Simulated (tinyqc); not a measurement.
## Series resistance and mobility from two gate lengths

Problem. At small Vds the total resistance times width is 2 Rs + L/(mu Q), with the same mu and Q at both lengths. Find mu and Rs.

total resistance at L = 40 and 250 nm (ohm um): 751.79403  2073.7127
Q = 1.69 uC/cm^2

Solution. The slope against L is 1/(mu Q), and the intercept at L = 0 is 2 Rs.

mu = 94.00 cm^2/(V s)
Rs = 250.0 ohm um

Computed by the program tinyqc: `OMP_NUM_THREADS=1 python tinyqc.py 2380022 2380023 out.jsonl`, one thread of a shared Intel Xeon 2.30GHz, about 0.01 s for the whole run.
